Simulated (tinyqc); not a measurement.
Worked calculation: one-electron ion in a basis of Gaussians. One step of it, computed by the program tinyqc.

Question. Generalised eigenproblem. Solve H C = S C e through S^(-1/2); each column has its largest component positive (the first on a tie).

H = T + V (hartree):
$$\begin{pmatrix}
-0.043623 & -0.037891 & -0.020854 & -0.008442 \\
-0.037891 & -0.051736 & -0.043057 & -0.026530 \\
-0.020854 & -0.043057 & -0.030749 & -0.018541 \\
-0.008442 & -0.026530 & -0.018541 & 0.096765
\end{pmatrix}$$

S:
$$\begin{pmatrix}
1.000000 & 0.658488 & 0.220808 & 0.050827 \\
0.658488 & 1.000000 & 0.658178 & 0.220879 \\
0.220808 & 0.658178 & 1.000000 & 0.658617 \\
0.050827 & 0.220879 & 0.658617 & 1.000000
\end{pmatrix}$$

Give: eigenvalues of S; eigenvalues; coefficients.

Answer.

eigenvalues of S: [0.113, 0.424, 1.178, 2.285]

eigenvalues (hartree): [-0.056, -0.030, 0.022, 0.230]

coefficients:
$$\begin{pmatrix}
0.257 & 1.209 & -0.733 & 0.278 \\
0.645 & -0.727 & 1.588 & -0.805 \\
0.228 & -0.221 & -1.353 & 1.477 \\
0.043 & -0.047 & -0.028 & -1.462
\end{pmatrix}$$

For Z = 1 and l = 2 the exact lowest level is -Z^2/(2 n^2) with n = l + 1: -0.055556 hartree.
